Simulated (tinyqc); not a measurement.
Single-electron transistor, orthodox theory and master equation: one step of the calculation.

A metal island with n extra electrons joins the left lead (voltage V) and the right lead (0 V) by tunnel junctions and couples to a gate. Cs = CL + CR + Cg. Adding electron n + 1 costs mu(n) = [q (n + 1/2) - CL V - Cg Vg]/Cs (in volts); the Fermi levels are -V (left) and 0 (right). A jump that gains the energy W has the rate G(W) = (W/q)/(R [1 - exp(-W/Vt)]), W in volts, Vt = kB T/q. Sequential tunnelling only; I > 0 flows from left to right.

Problem. Charging energy and addition levels. q/Cs, the gate period q/Cg, and mu(n) for the transitions kept.

Values chosen for this exercise:
- CL = 0.42 aF (capacitance of the left junction)
- CR = 0.83 aF (capacitance of the right junction)
- Cg = 0.35 aF (gate capacitance)
- T = 30 K (temperature)
- V = 22 mV (bias of the left lead)
- Vg = 310 mV (gate voltage)
- n0 = 0 (lowest charge state kept)
- n1 = 1 (highest charge state kept)

Constants: q = 1.602176634e-19 C, kB = 1.380649e-23 J/K, Vt = kB T/q. Results are converted to the units shown.

Wanted: q/Cs; q/Cg; kB T/(q^2/Cs); mu(n).

Solution.

q/Cs = 100.14 mV
q/Cg = 457.76 mV
kB T/(q^2/Cs) = 0.025817
mu(n), n to n + 1, n 0 to 0 (mV): [-23.519]

Range of the model: Cotunnelling, which dominates deep in the blockade, is left out.

Program tinyqc, `OMP_NUM_THREADS=1 python tinyqc.py 2780032 2780033 out.jsonl`; Intel Xeon 2.30GHz, shared host, one thread, about 0.01 s.
